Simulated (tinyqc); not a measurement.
RKS/LDA (VWN5) in the sto-3g basis, for H4, spin multiplicity 1, step by step. One step of it, computed by the program tinyqc.

Task: Iteration 2: diagonalisation and new density. Diagonalise F' = X^T F X, C = X C', fill 2 alpha and 2 beta electrons from the bottom; D = 2 C_occ C_occ^T. Each column has its largest component positive (the first on a tie).

Kohn-Sham matrix F (hartree), lower triangle:
```
           1H 1s      2H 1s      3H 1s      4H 1s
1H 1s  -0.153429
2H 1s  -0.140175  -0.153429
3H 1s  -0.248329  -0.097527  -0.153429
4H 1s  -0.097527  -0.248329  -0.140175  -0.153429
```

X:
```
               1          2          3         4
1H 1s   0.744876   0.625379   0.482082  0.369159
2H 1s  -0.744876   0.625379  -0.482082  0.369159
3H 1s  -0.744876  -0.625379   0.482082  0.369159
4H 1s   0.744876  -0.625379  -0.482082  0.369159
```

Give: F' = X^T F X; orbital energies; coefficients C; D after iteration 2.

Result:

F' = X^T F X (hartree), lower triangle:
```
        1       2        3        4
1  0.3053
2  0.0000  0.0817
3  0.0000  0.0000  -0.1525
4  0.0000  0.0000   0.0000  -0.3486
```

orbital energies (hartree): MO1 -0.3486, MO2 -0.1525, MO3 0.0817, MO4 0.3053

coefficients C:
```
          MO1      MO2      MO3      MO4
1H 1s  0.3692   0.4821   0.6254   0.7449
2H 1s  0.3692  -0.4821   0.6254  -0.7449
3H 1s  0.3692   0.4821  -0.6254  -0.7449
4H 1s  0.3692  -0.4821  -0.6254   0.7449
```

D after iteration 2, lower triangle:
```
         1H 1s    2H 1s    3H 1s   4H 1s
1H 1s   0.7374
2H 1s  -0.1922   0.7374
3H 1s   0.7374  -0.1922   0.7374
4H 1s  -0.1922   0.7374  -0.1922  0.7374
```
